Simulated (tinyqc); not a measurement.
Inside a calculation. Model: charge-trap memory cell.

Program tinyqc, `OMP_NUM_THREADS=1 python tinyqc.py 2130057 2130058 out.jsonl`; Intel Xeon 2.30GHz, shared host, one thread, about 0.07 s. Printed values are rounded.

Channel, tunnel oxide, storage layer, blocking layer, gate. N electrons per area sit in a sheet at the centroid and shift the threshold by U = (q/eps0) N (tb/eb + xc tn/en). EOT = t1 + 3.9 (tn/en + tb/eb); tunnel field F = (Vg - U)/EOT; dN/dt = eta (J/q)(1 - N/Nm). Fowler-Nordheim: J = A F^2 exp(-B/F), A = q^2/(16 pi^2 hbar mo phi) (times 1e14 for A/cm^2 with F in V/nm, emitter mass m0), B = (4/3) sqrt(mo/C) phi^1.5, C = hbar^2/(2 m0).

Parameters, values chosen for the exercise; oxide values close to those of silicon dioxide, storage layer close to silicon nitride, blocking layer close to aluminium oxide: tunnel barrier phi = 3.16 eV; tunnelling mass mo = 0.45 m0; tunnel oxide (permittivity 3.9) t1 = 4.8 nm; storage layer tn = 8 nm; its relative permittivity en = 7.4; blocking layer tb = 11 nm; its relative permittivity eb = 9; charge centroid, share of tn counted from the blocking side xc = 0.58; capture efficiency of an empty layer eta = 0.83; trap density Nm = 1.8e13 cm^-2; storage temperature T = 423 K; shallowest trap depth E1 = 0.92 eV; deepest trap depth E2 = 1.89 eV; attempt frequency nu = 1e13 1/s; gate voltage less flat band and surface potential Vg = 16.8 V; first time step d0 = 6.4e-7 s; growth of the step gr = 1.6; steps n = 8.

Constants: q = 1.602176634e-19 C, kB = 1.380649e-23 J/K, hbar = 1.054571817e-34 J s, m0 = 9.1093837015e-31 kg, Vt = kB T/q, eps0 = 8.8541878128e-14 F/cm where lengths are in cm, hbar^2/(2 m0) = 0.0380998212 eV nm^2. Results are converted to the units shown.

Range of the model: The Fowler-Nordheim form needs F t1 above phi; trap-assisted paths and leakage through the blocking layer are left out.

## Constants of the stack

EOT, the shift for 1e12 electrons per cm^2, the shift with all traps full, and the starting field, current and rate.

EOT = 13.7829 nm
shift for 1e12 cm^-2 = 0.334624 V
shift with all traps full = 6.02323 V
F(0) = 1.21890 V/nm
J(0) = 0.108567 A/cm^2
dN/dt at the start = 5.62427e17 cm^-2 s^-1

## Midpoint steps of growing length

N(half) = N + (d/2) r(N), N(new) = N + d r(N(half)), r = dN/dt; the step starts at d0 and is multiplied by gr each time. Field in the blocking layer (3.9 F + q N/eps0)/eb.

| step | t (s) | N (cm^-2) | U (V) | F (V/nm) | blocking field (V/nm) |
|---|---|---|---|---|---|
| 0 | 0 | 0 | 0.00000 | 1.21890 | 0.528191 |
| 1 | 6.4e-7 | 3.27920e11 | 0.10973 | 1.21094 | 0.531335 |
| 2 | 1.664e-6 | 7.55457e11 | 0.25279 | 1.20056 | 0.535433 |
| 3 | 3.30240e-6 | 1.28083e12 | 0.42860 | 1.18781 | 0.540468 |
| 4 | 5.92384e-6 | 1.89036e12 | 0.63256 | 1.17301 | 0.546311 |
| 5 | 1.01181e-5 | 2.56302e12 | 0.85765 | 1.15668 | 0.552758 |
| 6 | 1.68290e-5 | 3.27657e12 | 1.09642 | 1.13935 | 0.559598 |
| 7 | 2.75664e-5 | 4.01169e12 | 1.34241 | 1.12151 | 0.566644 |
| 8 | 4.47463e-5 | 4.75352e12 | 1.59064 | 1.10350 | 0.573754 |

A converged integration gives U = 1.623 V at the last time; the steps are 2.0 % below that. The tunnel field falls by 9.47 % while the blocking field rises by 8.63 %.

## Retention after ten years

Retention: filled traps are spread evenly in depth from E1 to E2, and each empties at the rate nu exp(-E/kB T). The share left is the mean of exp(-nu t exp(-E/kB T)) = [kB T/(E2 - E1)] [E1x(nu t exp(-E2/kB T)) - E1x(nu t exp(-E1/kB T))], E1x the exponential integral; traps shallower than about Ed = kB T ln(nu t) are empty. t = 3.15576e8 s.

Ed = 1.80447 eV
share left = 0.0699981
loss a decade while Ed lies between E1 and E2, kB T ln 10/(E2 - E1) = 0.0865281

The sharp-edge estimate (E2 - Ed)/(E2 - E1) is 0.0882; the true edge lies 0.577 kB T deeper.
